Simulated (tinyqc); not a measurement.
Self-consistent Fermi level with native defects, at growth and after a quench: one step, computed by the program tinyqc. Command: `OMP_NUM_THREADS=1 python tinyqc.py 3019664 3019665 out.jsonl scfermi walk`. One thread of a shared host (Intel(R) Xeon(R) Processor @ 2.30GHz), about 0.08 s of CPU time with the checks.

Energies are counted from the top of the valence band (VBM); when the gap shrinks with temperature the conduction band moves and the levels stay. The added dopant is taken as fully ionised. D and A draw on one reservoir with opposite signs, as the two vacancies of a compound do.

Task: Formation energies at E_F = 0. E_f(D, 0) = input + s and E_f(A, 0) = input - s; E_f(q, E_F = 0) follows from the levels, eps(q/q-1) = E_f(q - 1) - E_f(q) at E_F = 0.

Inputs (values chosen for the exercise, with bands modelled on CdTe): E_f of the neutral native donor D = 0.7527 eV; E_f of the neutral native acceptor A = 1.805 eV; shift s of the chemical potential = 0.19 eV.

Added shallow dopant: donor.

levels of D above the VBM, most positive state first (eV): [0.717, 1.17]

levels of A above the VBM, (0/-1) first (eV): [0.076, 0.914]

Give: E_f(q, E_F = 0).

Result:

E_f(q, E_F = 0) (eV): D(+2) -0.9443, D(+1) -0.2273, D(0) 0.9427, A(0) 1.6150, A(-1) 1.6910, A(-2) 2.6050
